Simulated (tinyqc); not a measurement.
# Trap density from two Hall measurements

Question. p-type body, charge-sheet picture, full ionisation (an idealisation for deep acceptors), Boltzmann statistics for free electrons. e = Ec - EF at the surface. psi = Eg - Vt ln(Nv/Na) - e; N_dep = sqrt(2 eps0 eps_r Na (psi - Vt)/q); n_f = sqrt(N_dep^2 + 2 eps0 eps_r Vt Nc exp(-e/Vt)/q) - N_dep; Vg = Vfb + psi + q (N_dep + n_t + n_f)/Cox, Cox = eps0 eox/tox. Find e and n_t at both points and the mean trap density between them.

Values chosen for this exercise; band and dielectric values close to those of 4H silicon carbide: temperature T = 400 K; band gap Eg = 3.21 eV; relative permittivity eps_r = 9.88; conduction-band density of states at T Nc = 2.62e19 cm^-3; valence-band density of states at T Nv = 3.82e19 cm^-3; relative permittivity of the insulator eox = 3.9; insulator thickness tox = 46 nm; acceptor density Na = 1.2e17 cm^-3; flat-band voltage without trapped charge Vfb = -2.66 V.

Constants: q = 1.602176634e-19 C, kB = 1.380649e-23 J/K, Vt = kB T/q, eps0 = 8.8541878128e-14 F/cm where lengths are in cm. Results are converted to the units shown.

Vg (V): 4.8495003  5.7126681
free sheet density from the Hall effect (cm^-2): 2.4629129e9  2.3889999e10

Answer. Each n_f fixes e; what the gate voltage holds beyond psi, N_dep and n_f is trapped; the difference quotient is the density, smeared over a few Vt.

e (eV): 0.2400  0.1610
n_t (cm^-2): 3.238e11  6.426e11
mean trap density = 4.036e12 cm^-2 eV^-1

Computed by the program tinyqc: `OMP_NUM_THREADS=1 python tinyqc.py 2222155 2222156 out.jsonl`, one thread of a shared Intel Xeon 2.30GHz, about 0.02 s for the whole run.
